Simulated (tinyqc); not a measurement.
Linear model of a band gap against the share of exact exchange: one step. Band edges and a deep level. Five cases, with inputs chosen for the exercise.

Problem. The opening c = S alpha lowers the valence top by fv c and raises the conduction edge by (1 - fv) c, both against the mean potential; the level moves by cd c. Use the fixed point. Compare with stretching the level in proportion to the gap and with pinning it to either edge.

Case 1.

Values chosen (of the order of those of AlN; shifted at random, so the results belong to these values and not to a real crystal): E0 = 4.2 eV (gap of the semi-local functional); S = 7.65 eV (slope dE/d(alpha)); fv = 0.49 (share of the opening taken by the valence edge); Ed = 2.56 eV (defect level above the semi-local valence top); cd = 0 (shift of the level per unit opening, on the scale of the mean potential).

fixed point = 0.2218168

Case 2.

Values chosen (of the order of those of MgO; shifted at random, so the results belong to these values and not to a real crystal): E0 = 4.79 eV (gap of the semi-local functional); S = 9.83 eV (slope dE/d(alpha)); fv = 0.52 (share of the opening taken by the valence edge); Ed = 2.83 eV (defect level above the semi-local valence top); cd = 0 (shift of the level per unit opening, on the scale of the mean potential).

fixed point = 0.3568730

Case 3.

Values chosen (of the order of those of TiO2; shifted at random, so the results belong to these values and not to a real crystal): E0 = 1.94 eV (gap of the semi-local functional); S = 8.52 eV (slope dE/d(alpha)); fv = 0.67 (share of the opening taken by the valence edge); Ed = 1.69 eV (defect level above the semi-local valence top); cd = -0.39 (shift of the level per unit opening, on the scale of the mean potential).

fixed point = 0.1475052

Case 4.

Values chosen (of the order of those of SiO2; shifted at random, so the results belong to these values and not to a real crystal): E0 = 5.51 eV (gap of the semi-local functional); S = 10.19 eV (slope dE/d(alpha)); fv = 0.68 (share of the opening taken by the valence edge); Ed = 0.83 eV (defect level above the semi-local valence top); cd = 0 (shift of the level per unit opening, on the scale of the mean potential).

fixed point = 0.4916942

Case 5.

Values chosen (of the order of those of SiO2; shifted at random, so the results belong to these values and not to a real crystal): E0 = 5.43 eV (gap of the semi-local functional); S = 9.85 eV (slope dE/d(alpha)); fv = 0.58 (share of the opening taken by the valence edge); Ed = 4.18 eV (defect level above the semi-local valence top); cd = -0.36 (shift of the level per unit opening, on the scale of the mean potential).

fixed point = 0.4769505

Give: opening c; shifts of the valence and conduction edges; level above the valence top; level below the conduction edge; level above the valence top: stretched, tied to the valence edge, tied to the conduction edge.

Solution.

Case 1.

opening c = 1.697 eV

shifts of the valence and conduction edges (eV): -0.831  0.865

level above the valence top = 3.391 eV
level below the conduction edge = 2.505 eV

level above the valence top: stretched, tied to the valence edge, tied to the conduction edge (eV): 3.594  2.560  4.257

The three recipes err by +0.20, -0.83 and +0.87 eV against alignment through the mean potential. A localised level with cd = 0 stays put while the edges move away from it.

Case 2.

opening c = 3.508 eV

shifts of the valence and conduction edges (eV): -1.824  1.684

level above the valence top = 4.654 eV
level below the conduction edge = 3.644 eV

level above the valence top: stretched, tied to the valence edge, tied to the conduction edge (eV): 4.903  2.830  6.338

The three recipes err by +0.25, -1.82 and +1.68 eV against alignment through the mean potential. A localised level with cd = 0 stays put while the edges move away from it.

Case 3.

opening c = 1.257 eV

shifts of the valence and conduction edges (eV): -0.842  0.415

level above the valence top = 2.042 eV
level below the conduction edge = 1.155 eV

level above the valence top: stretched, tied to the valence edge, tied to the conduction edge (eV): 2.785  1.690  2.947

The three recipes err by +0.74, -0.35 and +0.90 eV against alignment through the mean potential. With cd = -0.39 the level moves with the valence edge, by 0.58 times as much as that edge.

Case 4.

opening c = 5.010 eV

shifts of the valence and conduction edges (eV): -3.407  1.603

level above the valence top = 4.237 eV
level below the conduction edge = 6.283 eV

level above the valence top: stretched, tied to the valence edge, tied to the conduction edge (eV): 1.585  0.830  5.840

The three recipes err by -2.65, -3.41 and +1.60 eV against alignment through the mean potential. A localised level with cd = 0 stays put while the edges move away from it.

Case 5.

opening c = 4.698 eV

shifts of the valence and conduction edges (eV): -2.725  1.973

level above the valence top = 5.214 eV
level below the conduction edge = 4.914 eV

level above the valence top: stretched, tied to the valence edge, tied to the conduction edge (eV): 7.796  4.180  8.878

The three recipes err by +2.58, -1.03 and +3.66 eV against alignment through the mean potential. With cd = -0.36 the level moves with the valence edge, by 0.62 times as much as that edge.

Computed by tinyqc, one run a case: `OMP_NUM_THREADS=1 python tinyqc.py N N+1 out.jsonl` with N = 1851019, 1851038, 1851041, 1851101, 1851218; one thread of a shared Intel(R) Xeon(R) Processor @ 2.30GHz, about 0.01 s a run at most.
